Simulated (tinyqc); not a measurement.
Inside a calculation: Peierls distortion of a half-filled chain. Values are carried at full precision from step to step, so a last printed digit may differ when a step is redone from the rounded ones.

Atoms move by +/- u, so bonds change by -/+ 2u and hoppings are t +/- 2 al u. Bands E = -/+ sqrt((2 t cos x)^2 + D^2 sin^2 x) with D = 4 al u, x = k a in (0, pi/2); the gap is 2D. Energy per atom at zero temperature: E(u) = -mean_x sqrt(...) + 2 K u^2; exactly, the mean is (4t/pi) E(1 - z^2), z = D/2t, E the complete elliptic integral of the second kind with parameter m. Coupling lambda = 2 al^2/(pi t K).

Constants: kB = 8.617333262e-05 eV/K.

Inputs chosen for the exercise:
```
symbol  value  unit           meaning
t       2.52   eV             hopping of the even chain
al      5.9    eV/angstrom    change of hopping with bond length
K       56     eV/angstrom^2  spring constant of a bond
u       0.063  angstrom       trial shift of alternate atoms
N       5                     k points
```

## Energy at a trial distortion

Use the mesh x_j = (j + 1/2) pi/(2N), j = 0 .. N-1, and also the elliptic integral.

D = 1.4868 eV

|E| on the mesh (eV): [4.9834, 4.5411, 3.7157, 2.6439, 1.6668]

band energy on the mesh = -3.5102 eV
elastic energy = 0.4445 eV
total, exact = -3.0655 eV
exact E(u) - E(0) = 0.1430 eV

This distortion raises the energy; the mesh errs by -0.12 meV.

## The equilibrium distortion

dE/du = 0 gives 1 = (4 al^2/K) mean(sin^2 x/|E|); solve with the exact mean, and compare with the weak-coupling form D = 8 t exp(-1 - 1/(2 lambda)).

lambda = 0.1570
u0 = 0.0131 angstrom
gap 2D = 0.619 eV
gap, weak coupling = 0.614 eV
E(u0) - E(0) per atom = -3.01 meV

Long and short bonds differ by 4 u0 = 0.0525 angstrom. The weak-coupling gap is 0.992 of the full one. The gain is far smaller than the gap, since only states near the zone edge move.

## Length and phonon scales

Coherence length xi/a = 2t/D with D half the gap; mean-field transition kB Tp = D/1.764 (weak coupling); for the optical mode at the zone edge (omega_R/omega_0)^2 = 2 lambda at weak coupling.

xi/a = 16.28
Tp = 2.04e+03 K
omega_R/omega_0 = 0.560

Tp is a mean-field scale: in a single chain fluctuations forbid the transition, and coupling between chains sets the real one, far lower.

## Checks

- Total energy at u0 on 4000 points against the elliptic integral (eV): both -3.21157.

tinyqc: `OMP_NUM_THREADS=1 python tinyqc.py 1652522 1652523 out.jsonl`; about 0.1 s, one thread, shared Intel(R) Xeon(R) Processor @ 2.30GHz.
